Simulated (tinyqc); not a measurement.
# Worked calculation: p-n diode, drift-diffusion by the Gummel loop with Scharfetter-Gummel fluxes

Numbers from tinyqc (`OMP_NUM_THREADS=1 python tinyqc.py 2240049 2240050 out.jsonl`; about 0.1 s on one thread of a shared Intel Xeon 2.30GHz). Printed values are rounded.

Abrupt junction at x = 0, p side from -Lp, n side to Ln, ohmic contacts. psi is counted from the intrinsic level; n = ni exp((psi - phin)/Vt), p = ni exp((phip - psi)/Vt). Contacts: p side psi = V - Vt ln(Na/ni), p = Na, n = ni^2/Na; n side psi = Vt ln(Nd/ni), n = Nd, p = ni^2/Nd. Constant mobilities, D = mu Vt, Boltzmann statistics, SRH recombination through a mid-gap level, U = (n p - ni^2)/(tp (n + ni) + tn (p + ni)). Current is positive from the p contact to the n contact.

Values chosen for this exercise; band and dielectric values close to those of gallium arsenide: temperature T = 275 K; band gap Eg = 1.42 eV; relative permittivity eps_r = 12.7; conduction-band density of states at T Nc = 3.83e17 cm^-3; valence-band density of states at T Nv = 7.78e18 cm^-3; acceptor density of the p side Na = 7.2e15 cm^-3; donor density of the n side Nd = 9.3e15 cm^-3; electron mobility mun = 6100 cm^2/(V s); hole mobility mup = 400 cm^2/(V s); SRH lifetime of electrons tn = 4e-7 s; SRH lifetime of holes tp = 1e-9 s; uniform generation rate G = 0 cm^-3 s^-1; bias of the p contact V = 0.71 V.

Constants: q = 1.602176634e-19 C, kB = 1.380649e-23 J/K, Vt = kB T/q, eps0 = 8.8541878128e-14 F/cm where lengths are in cm. Results are converted to the units shown.

## Intrinsic density and built-in voltage

ni = sqrt(Nc Nv) exp(-Eg/(2 Vt)), Eg in volts; Vbi = Vt ln(Na Nd/ni^2).

ni = 1.67996e5 cm^-3
Vbi = 1.16636 V

## Round 1: Poisson equation

```
node  x (nm)  phin at the start (V)  phip at the start (V)
0      -1200                   0.71                   0.71
1       -857                      0                   0.71
2       -584                      0                   0.71
3       -366                      0                   0.71
4       -193                      0                   0.71
5        -55                      0                   0.71
6         55                      0                   0.71
7        174                      0                   0.71
8        304                      0                   0.71
9        444                      0                   0.71
10       596                      0                   0.71
11       761                      0                   0.71
12       940                      0                      0
```

With phin and phip held, solve a_i (psi_(i+1) - psi_i) - a_(i-1) (psi_i - psi_(i-1)) + q w_i (p_i - n_i + C_i) = 0 for the inner nodes by Newton steps to convergence; a_i = eps0 eps_r/h_i, h_i = x_(i+1) - x_i, w_i = (h_(i-1) + h_i)/2, C = -Na or +Nd.

```
node   psi (V)  n after Poisson (cm^-3)  p after Poisson (cm^-3)
0     0.129854               3.91980e-6                   7.2e15
1     0.129855                4.02785e7               7.19969e15
2     0.129893                4.03437e7               7.18806e15
3     0.130834                4.19776e7               6.90828e15
4     0.145638                7.84023e7               3.69878e15
5     0.264497               1.18195e10               2.45351e13
6     0.498692               2.31501e14                1.25266e9
7     0.575993               6.04256e15                4.79917e7
8     0.585322               8.95747e15                3.23744e7
9     0.586144               9.27375e15                3.12703e7
10    0.586207               9.29829e15                3.11878e7
11    0.586211               9.29990e15                3.11824e7
12    0.586211                   9.3e15               3.03468e-6
```

## Round 1: electron continuity

With psi and p held, F_i = (mun Vt/h_i) [n_(i+1) B(d_i) - n_i B(-d_i)], d_i = (psi_(i+1) - psi_i)/Vt, B(d) = d/(exp(d) - 1); solve F_i - F_(i-1) = w_i [(n_i p_i - ni^2)/den_i - G] for the new n, with den = tp (n + ni) + tn (p + ni) taken at the old n and p, h_i = x_(i+1) - x_i, w_i = (h_(i-1) + h_i)/2; phin = psi - Vt ln(n/ni).

```
node  new n (cm^-3)  phin after round 1 (V)
0        3.91980e-6                0.710000
1         1.42914e7                0.024555
2         2.56984e7                0.010688
3         3.60053e7                0.003637
4         7.72603e7                0.000348
5        1.18190e10                0.000001
6        2.31501e14                0.000000
7        6.04256e15                0.000000
8        8.95747e15                0.000000
9        9.27375e15                0.000000
10       9.29829e15                0.000000
11       9.29990e15                0.000000
12           9.3e15                0.000000
```

## Round 1: hole continuity

With psi and the new n held, F_i = (mup Vt/h_i) [p_(i+1) B(-d_i) - p_i B(d_i)], d_i = (psi_(i+1) - psi_i)/Vt, B(d) = d/(exp(d) - 1); solve F_i - F_(i-1) = w_i [(n_i p_i - ni^2)/den_i - G] for the new p, with den = tp (n + ni) + tn (p + ni) taken at the new n and the old p, h_i = x_(i+1) - x_i, w_i = (h_(i-1) + h_i)/2; phip = psi + Vt ln(p/ni).

```
node  new p (cm^-3)  phip after round 1 (V)
0            7.2e15                0.710000
1        7.19969e15                0.710000
2        7.18806e15                0.710000
3        6.90828e15                0.710000
4        3.69878e15                0.710000
5        2.45351e13                0.710000
6         1.25039e9                0.709957
7         4.60406e7                0.709016
8         2.59978e7                0.704802
9         1.91412e7                0.698369
10        1.29521e7                0.689175
11        6.63537e6                0.673329
12       3.03468e-6                0.000000
```

## Course of the Gummel loop

Stop when phin and phip change by less than 1e-8 V, or after 80 rounds. J = Jn at the p contact + Jp at the n contact + q sum w_i U_i - q G sum w_i over the inner nodes, which avoids differences of large majority fluxes: Jn = (q mun Vt/h_0)[n_1 B(d_0) - n_0 B(-d_0)], Jp = (q mup Vt/h_last)[p_(N-1) B(d_last) - p_N B(-d_last)], d_i = (psi_(i+1) - psi_i)/Vt, B(d) = d/(exp(d) - 1), w_i = (h_(i-1) + h_i)/2.

Course of the iteration:
```
round  J (A/cm^2)  largest change of phin, phip (V)
1      1.28055e-5                            0.0367
2      1.28055e-5                           1.74e-9
```

Converged in 2 rounds.

## Recombination and current

```
node  converged psi (V)  converged n (cm^-3)  converged p (cm^-3)
0              0.129854           3.91980e-6               7.2e15
1              0.129855            1.42914e7           7.19969e15
2              0.129893            2.56984e7           7.18806e15
3              0.130834            3.60053e7           6.90828e15
4              0.145638            7.72603e7           3.69878e15
5              0.264497           1.18190e10           2.45351e13
6              0.498692           2.31501e14            1.25039e9
7              0.575993           6.04256e15            4.60406e7
8              0.585322           8.95747e15            2.59978e7
9              0.586144           9.27375e15            1.91412e7
10             0.586207           9.29829e15            1.29521e7
11             0.586211           9.29990e15            6.63537e6
12             0.586211               9.3e15           3.03468e-6
```

U_i as defined. J = Jn at the p contact + Jp at the n contact + q sum w_i U_i - q G sum w_i over the inner nodes, which avoids differences of large majority fluxes: Jn = (q mun Vt/h_0)[n_1 B(d_0) - n_0 B(-d_0)], Jp = (q mup Vt/h_last)[p_(N-1) B(d_last) - p_N B(-d_last)], d_i = (psi_(i+1) - psi_i)/Vt, B(d) = d/(exp(d) - 1), w_i = (h_(i-1) + h_i)/2.

U, node 0 to 12 (cm^-3 s^-1): 0  3.57285e13  6.42461e13  9.00133e13  1.93151e14  2.95475e16  1.24770e18  4.60404e16  2.59978e16  1.91412e16  1.29521e16  6.63537e15  0
Jn at the p contact = 9.64977e-6 A/cm^2
Jp at the n contact = 5.62971e-7 A/cm^2
recombination = 2.59280e-6 A/cm^2
generation = 0 A/cm^2
J = 1.28055e-5 A/cm^2

A 500-node mesh gives J = 1.901e-5 A/cm^2; this mesh differs from it by -6.2e-6 A/cm^2 (-33 %).
